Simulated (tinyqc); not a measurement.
Worked calculation: Hubbard ring of 4 sites. Computed by tinyqc, a small Python program that keeps every step. Settings: hopping = 0.81, U = 8.4, mixing = 0.2, iteration cap = 66. Command: `OMP_NUM_THREADS=1 python tinyqc.py 31974 31975 out.jsonl` (the two numbers bound the seeds that draw the settings). One thread of a shared host (Intel(R) Xeon(R) Processor @ 2.60GHz), about 0.2 s of CPU time with the checks.

one-body matrix (hopping and site energies) (eV):
```
           1          2          3          4
1   0.550000  -0.810000   0.000000  -0.810000
2  -0.810000  -0.820000  -0.810000   0.000000
3   0.000000  -0.810000   0.910000  -0.810000
4  -0.810000   0.000000  -0.810000  -0.630000
```

U = 8.400000 eV

electrons, up and down: 2  1

n(up) at the start (a guess, not normalised): 1 0.550000, 2 0.450000, 3 0.550000, 4 0.450000

n(down) at the start (a guess): 1 0.200000, 2 0.300000, 3 0.200000, 4 0.300000

Each step fills the lowest levels of T + U n(other spin) and sets n(new) = n + mixing (n(out) - n); stop when output and input agree to 1e-8.

Course of the cycle:

| iteration | E (eV) | largest \|n(out) - n(in)\| | mean \|n_up - n_down\| |
|---|---|---|---|
| 1 | 1.46934842 | 3.82e-01 | 0.250000 |
| 2 | 0.77888391 | 2.85e-01 | 0.250000 |
| 3 | 0.32969572 | 2.21e-01 | 0.257585 |
| 4 | -0.01348852 | 1.92e-01 | 0.306407 |
| 5 | -0.31755941 | 1.74e-01 | 0.370035 |
| 6 | -0.59983575 | 1.61e-01 | 0.430333 |
| 7 | -0.85059972 | 1.54e-01 | 0.483981 |
| 8 | -1.05698320 | 1.50e-01 | 0.528875 |
| 9 | -1.21591306 | 1.43e-01 | 0.564688 |
| 10 | -1.33401488 | 1.50e-01 | 0.592433 |
| 11 | -1.42185804 | 1.64e-01 | 0.613646 |
| ... | ... | ... | ... |
| 56 | -1.81835747 | 1.14e-03 | 0.720682 |
| 57 | -1.81835786 | 9.82e-04 | 0.720690 |
| 58 | -1.81835815 | 8.46e-04 | 0.720698 |
| 59 | -1.81835837 | 7.28e-04 | 0.720704 |
| 60 | -1.81835852 | 6.27e-04 | 0.720710 |
| 61 | -1.81835864 | 5.39e-04 | 0.720714 |
| 62 | -1.81835873 | 4.64e-04 | 0.720718 |
| 63 | -1.81835879 | 3.99e-04 | 0.720722 |
| 64 | -1.81835883 | 3.43e-04 | 0.720725 |
| 65 | -1.81835887 | 2.95e-04 | 0.720727 |
| 66 | -1.81835889 | 2.53e-04 | 0.720729 |

Can the last value be used, and what does the course show?

Not by the stop rule, although the second column moves by less than 1e-07 over the last three steps. Not converged within 66 iterations: the residual falls steadily but slowly, by a factor of about 0.86 a step. The lowest mean-field energy found from random starts is -1.81836 eV. Reruns (cap 100 unless said): mixing 0.5: not converged; mixing 0.9: not converged; the original settings with a cap of 400: converged in 133 (E = -1.81836).
